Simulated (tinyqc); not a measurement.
Bound state in one dimension: Numerov shooting, finite differences, DVR, step by step. Computed by tinyqc, a small Python program that keeps every step. Settings: points = 64. Command: `OMP_NUM_THREADS=1 python tinyqc.py 22675 22676 out.jsonl` (the two numbers bound the seeds that draw the settings). One thread of a shared host (Intel(R) Xeon(R) Processor @ 2.60GHz), about 0.01 s of CPU time with the checks.

## Numerov steps at E = 0.1

One particle of mass 1 in V = 8.42 (1 - exp(-0.58 x))^2 (atomic units), psi = 0 at both ends:
```
parameter                 value
left end              -1.600000
right end                     7
intervals                    64
h                      0.134375
state sought (nodes)          2
```

k_i = 2 m (E - V_i); (1 + h^2 k_(i+1)/12) y_(i+1) = 2 (1 - 5 h^2 k_i/12) y_i - (1 + h^2 k_(i-1)/12) y_(i-1), from y_0 = 0, y_1 = 0.001.

Points along the way:
```
i           x          V           k         y
0   -1.600000  19.696087  -39.192173  0.000000
1   -1.465625  15.114283  -30.028566  0.001000
2   -1.331250  11.415295  -22.630589  0.002538
3   -1.196875   8.455093  -16.710185  0.005115
4   -1.062500   6.111683  -12.023366  0.009231
5   -0.928125   4.281830   -8.363661  0.015338
21   1.221875   2.170420   -4.140839  0.370909
22   1.356250   2.497472   -4.794945  0.466678
23   1.490625   2.820431   -5.440861  0.603368
24   1.625000   3.136653   -6.073306  0.800136
25   1.759375   3.444121   -6.688243  1.085893
26   1.893750   3.741334   -7.282668  1.504735
```

## Bisection on the node count

With more sign changes than the state has nodes (the last point included) the energy is too high, else too low; the bracket starts as 0.1 to 10.

Trials:
```
trial           E  sign changes  y at the right end   next
1      5.05000000             3           -2.72e+01  lower
2      2.57500000             1           -7.90e+04  raise
3      3.81250000             2            2.59e+03  raise
4      4.43125000             2            4.20e+02  raise
5      4.74062500             2            7.03e+01  raise
6      4.89531250             2            2.20e+00  raise
7      4.97265625             3           -1.61e+01  lower
8      4.93398437             3           -8.02e+00  lower
9      4.91464844             3           -3.19e+00  lower
10     4.90498047             3           -5.64e-01  lower
11     4.90014648             2            8.01e-01  raise
12     4.90256348             2            1.14e-01  raise
13     4.90377197             3           -2.26e-01  lower
14     4.90316772             3           -5.63e-02  lower
...           ...           ...                 ...    ...
28     4.90296794             3           -9.51e-08  lower
29     4.90296793             2            5.10e-06  raise
30     4.90296793             2            2.50e-06  raise
```

eigenvalue = 4.90296793 hartree

## The same grid by other methods

Three-point finite differences and the sine-DVR kinetic matrix of Colbert and Miller on the same points.

Lowest levels (hartree):
```
state  finite differences       DVR
0                1.145523  1.148396
1                3.182536  3.193493
2                4.882304  4.903152
3                6.248776  6.276361
4                7.284758  7.313114
```
